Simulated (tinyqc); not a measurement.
Raising U: Hubbard chain of 2 sites, mean field against exact. Computed by the program tinyqc. Collinear unrestricted mean field (the lowest of 40 random starts) against exact diagonalisation.

one-body matrix (hopping and site energies) (eV):
```
,1,2
1,0.0000,-1.5100
2,-1.5100,0.0000
```

electrons, up and down: 1  1

Exact and mean-field results (eV):
```
U,U/t,E exact,E mean field,mean |n_up - n_down|,"double occupancy, exact",first gap in the sector
0.7600,0.5033,-2.663813,-2.640000,0.0000,0.2188,2.6638
1.5100,1.0000,-2.357945,-2.265000,0.0000,0.1894,2.3579
3.0200,2.0000,-1.866463,-1.510000,0.0005,0.1382,1.8665
4.5300,3.0000,-1.510000,-1.006667,0.7454,0.1000,1.5100
6.0400,4.0000,-1.250925,-0.755000,0.8660,0.0732,1.2509
9.0600,6.0000,-0.914382,-0.503333,0.9428,0.0420,0.9144
12.0800,8.0000,-0.712925,-0.377500,0.9682,0.0264,0.7129
18.1200,12.0000,-0.490079,-0.251667,0.9860,0.0128,0.4901
30.2000,20.0000,-0.299039,-0.151000,0.9950,0.0049,0.2990
```

What does the comparison show, and why?

In absolute terms mean field is worst at U/t = 3.0, 0.503 eV too high: at small U it is nearly exact, and at large U it misses only exchange-scale energies. For the symmetric dimer the instability lies at U = 2t. Its local moments set in at U/t = 3.0 of those listed, a broken symmetry that the exact state of a finite cluster with equal spins does not have. Relative to the exact energy its error is 0.9 % at the smallest U, 50 % at most and 50 % at the largest. The double occupancy falls from 0.219 to 0.005; at the largest U the first gap is 0.99 times the exchange scale 4t^2/U.
